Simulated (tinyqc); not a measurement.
## Interface states from two metals

Inverse problem. Schottky barriers follow phi = S (pM - chi) + (1 - S) E0, S = 1/(1 + q Ds dl/(eps0 ei)). Find S, E0 and Ds.

Inputs (values chosen for the exercise); material values close to those of silicon:
- chi = 4.04 eV (electron affinity)
- dl = 0.4 nm (thickness of the interface layer)
- ei = 2.7 (its relative permittivity)

Constants: q = 1.602176634e-19 C, eps0 = 8.8541878128e-14 F/cm where lengths are in cm. Results are converted to the units shown.

phi for pM = 4.25 and 5.12 eV (eV): 0.32082994  1.0550242

Answer. The slope is S, and either point then gives E0.

S = 0.844
E0 = 0.920 eV
Ds = 6.90e12 cm^-2 eV^-1

Computed by the program tinyqc: `OMP_NUM_THREADS=1 python tinyqc.py 2430138 2430139 out.jsonl`, one thread of a shared Intel Xeon 2.30GHz, about 0.01 s for the whole run.
